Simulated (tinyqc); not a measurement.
Inside a calculation. Method: empirical pseudopotential in a few plane waves. One step of it, computed by the program tinyqc.

Problem. Bloch Hamiltonian at G. Basis: the 15 shortest G (labels in 2 pi/a), the same at every k. H(G,G') = c |k + G|^2 delta + VS(|G-G'|^2) cos((G-G').tau) + i VA sin((G-G').tau), tau = a/8 (1,1,1); 1 Ry = 13.605693 eV.

Parameters chosen for this model: fcc lattice, atoms at +/- a/8 (1,1,1); form factors in rydberg at |G|^2 in units of (2 pi/a)^2:
```
parameter                 value      unit
a                      5.660000  angstrom
VS(3)                 -0.250000        Ry
VS(8)                  0.008000        Ry
VS(11)                 0.066000        Ry
VA(3)                  0.078000        Ry
VA(4)                  0.087000        Ry
VA(11)                 0.022000        Ry
hbar^2/2m (2 pi/a)^2   4.695154        eV
```

k point G (2 pi / a): 0  0  0

Give: H(k) at G.

Solution.

H(k) at G (eV):
```
                 +0+0+0           -1-1-1           -1-1+1           -1+1-1
+0+0+0           0.0000   2.4052+0.7504i  -2.4052+0.7504i  -2.4052+0.7504i
-1-1-1   2.4052-0.7504i          14.0855   0.0000-1.1837i   0.0000-1.1837i
-1-1+1  -2.4052-0.7504i   0.0000+1.1837i          14.0855           0.1088
-1+1-1  -2.4052-0.7504i   0.0000+1.1837i           0.1088          14.0855
-1+1+1  -2.4052+0.7504i          -0.1088   0.0000+1.1837i   0.0000+1.1837i
+1-1-1  -2.4052-0.7504i   0.0000+1.1837i           0.1088           0.1088
+1-1+1  -2.4052+0.7504i          -0.1088   0.0000+1.1837i           0.0000
+1+1-1  -2.4052+0.7504i          -0.1088           0.0000   0.0000+1.1837i
+1+1+1   2.4052+0.7504i           0.0000          -0.1088          -0.1088
-2+0+0   0.0000-1.1837i  -2.4052+0.7504i  -2.4052-0.7504i  -2.4052-0.7504i
+0-2+0   0.0000-1.1837i  -2.4052+0.7504i  -2.4052-0.7504i   0.6350-0.2117i
+0+0-2   0.0000-1.1837i  -2.4052+0.7504i   0.6350-0.2117i  -2.4052-0.7504i
+0+0+2   0.0000+1.1837i  -0.6350-0.2117i   2.4052+0.7504i  -0.6350+0.2117i
+0+2+0   0.0000+1.1837i  -0.6350-0.2117i  -0.6350+0.2117i   2.4052+0.7504i
+2+0+0   0.0000+1.1837i  -0.6350-0.2117i  -0.6350+0.2117i  -0.6350+0.2117i

                 -1+1+1           +1-1-1           +1-1+1           +1+1-1
+0+0+0  -2.4052-0.7504i  -2.4052+0.7504i  -2.4052-0.7504i  -2.4052-0.7504i
-1-1-1          -0.1088   0.0000-1.1837i          -0.1088          -0.1088
-1-1+1   0.0000-1.1837i           0.1088   0.0000-1.1837i           0.0000
-1+1-1   0.0000-1.1837i           0.1088           0.0000   0.0000-1.1837i
-1+1+1          14.0855           0.0000           0.1088           0.1088
+1-1-1           0.0000          14.0855   0.0000-1.1837i   0.0000-1.1837i
+1-1+1           0.1088   0.0000+1.1837i          14.0855           0.1088
+1+1-1           0.1088   0.0000+1.1837i           0.1088          14.0855
+1+1+1   0.0000+1.1837i          -0.1088   0.0000+1.1837i   0.0000+1.1837i
-2+0+0   2.4052-0.7504i   0.6350-0.2117i  -0.6350-0.2117i  -0.6350-0.2117i
+0-2+0  -0.6350-0.2117i  -2.4052-0.7504i   2.4052-0.7504i  -0.6350-0.2117i
+0+0-2  -0.6350-0.2117i  -2.4052-0.7504i  -0.6350-0.2117i   2.4052-0.7504i
+0+0+2  -2.4052+0.7504i  -0.6350+0.2117i  -2.4052+0.7504i   0.6350+0.2117i
+0+2+0  -2.4052+0.7504i  -0.6350+0.2117i   0.6350+0.2117i  -2.4052+0.7504i
+2+0+0   0.6350+0.2117i   2.4052+0.7504i  -2.4052+0.7504i  -2.4052+0.7504i

                 +1+1+1           -2+0+0           +0-2+0           +0+0-2
+0+0+0   2.4052-0.7504i   0.0000+1.1837i   0.0000+1.1837i   0.0000+1.1837i
-1-1-1           0.0000  -2.4052-0.7504i  -2.4052-0.7504i  -2.4052-0.7504i
-1-1+1          -0.1088  -2.4052+0.7504i  -2.4052+0.7504i   0.6350+0.2117i
-1+1-1          -0.1088  -2.4052+0.7504i   0.6350+0.2117i  -2.4052+0.7504i
-1+1+1   0.0000-1.1837i   2.4052+0.7504i  -0.6350+0.2117i  -0.6350+0.2117i
+1-1-1          -0.1088   0.6350+0.2117i  -2.4052+0.7504i  -2.4052+0.7504i
+1-1+1   0.0000-1.1837i  -0.6350+0.2117i   2.4052+0.7504i  -0.6350+0.2117i
+1+1-1   0.0000-1.1837i  -0.6350+0.2117i  -0.6350+0.2117i   2.4052+0.7504i
+1+1+1          14.0855  -0.6350-0.2117i  -0.6350-0.2117i  -0.6350-0.2117i
-2+0+0  -0.6350+0.2117i          18.7806           0.1088           0.1088
+0-2+0  -0.6350+0.2117i           0.1088          18.7806           0.1088
+0+0-2  -0.6350+0.2117i           0.1088           0.1088          18.7806
+0+0+2  -2.4052-0.7504i          -0.1088          -0.1088           0.0000
+0+2+0  -2.4052-0.7504i          -0.1088           0.0000          -0.1088
+2+0+0  -2.4052-0.7504i           0.0000          -0.1088          -0.1088

                 +0+0+2           +0+2+0           +2+0+0
+0+0+0   0.0000-1.1837i   0.0000-1.1837i   0.0000-1.1837i
-1-1-1  -0.6350+0.2117i  -0.6350+0.2117i  -0.6350+0.2117i
-1-1+1   2.4052-0.7504i  -0.6350-0.2117i  -0.6350-0.2117i
-1+1-1  -0.6350-0.2117i   2.4052-0.7504i  -0.6350-0.2117i
-1+1+1  -2.4052-0.7504i  -2.4052-0.7504i   0.6350-0.2117i
+1-1-1  -0.6350-0.2117i  -0.6350-0.2117i   2.4052-0.7504i
+1-1+1  -2.4052-0.7504i   0.6350-0.2117i  -2.4052-0.7504i
+1+1-1   0.6350-0.2117i  -2.4052-0.7504i  -2.4052-0.7504i
+1+1+1  -2.4052+0.7504i  -2.4052+0.7504i  -2.4052+0.7504i
-2+0+0          -0.1088          -0.1088           0.0000
+0-2+0          -0.1088           0.0000          -0.1088
+0+0-2           0.0000          -0.1088          -0.1088
+0+0+2          18.7806           0.1088           0.1088
+0+2+0           0.1088          18.7806           0.1088
+2+0+0           0.1088           0.1088          18.7806
```
